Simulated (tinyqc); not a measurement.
## Via and link resistance from two via chains

Question. A chain of 5000 vias joined by 5000 metal links has R = 5000 (Rv + Rlink), with Rlink proportional to the link length. Find Rv, Rlink for length L, and the value of Rv that the short chain would give if the links were ignored.

resistance of chains of 5000 links with link lengths L and 3 L (ohm): [70500, 91500]

Answer. R per link is a straight line in the link length; its intercept at zero length is Rv.

Rv = 12.00 ohm
Rlink = 2.100 ohm
Rv without correction = 14.10 ohm

Computed by the program tinyqc: `OMP_NUM_THREADS=1 python tinyqc.py 2750166 2750167 out.jsonl`, one thread of a shared Intel Xeon 2.30GHz, about 0.01 s for the whole run.
